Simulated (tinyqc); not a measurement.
# Cell size and critical density at another thickness

Inverse problem. In the cell model of oxide breakdown (cubic cells of edge a, defect density growing as t^al) the Weibull slope is beta = al tox/a, and for small l the critical density is N_bd = a^(-3) (A/a^2)^(-a/tox). Find a from the slope, and then the area A and the slope at 8.4 nm.

Parameters, values chosen for the exercise: exponent of defect growth al = 0.34.

Weibull slope at a thickness of 5.6 nm = 1.36
N_bd there, small-l form = 2.6605268e19 cm^-3

Answer. a = al tox/beta, and A = a^2 (a^3 N_bd)^(-tox/a).

a = 1.40 nm
A = 0.0690 um^2
slope = 2.04

Numbers from tinyqc (`OMP_NUM_THREADS=1 python tinyqc.py 2070002 2070003 out.jsonl`; about 0.01 s on one thread of a shared Intel Xeon 2.30GHz).
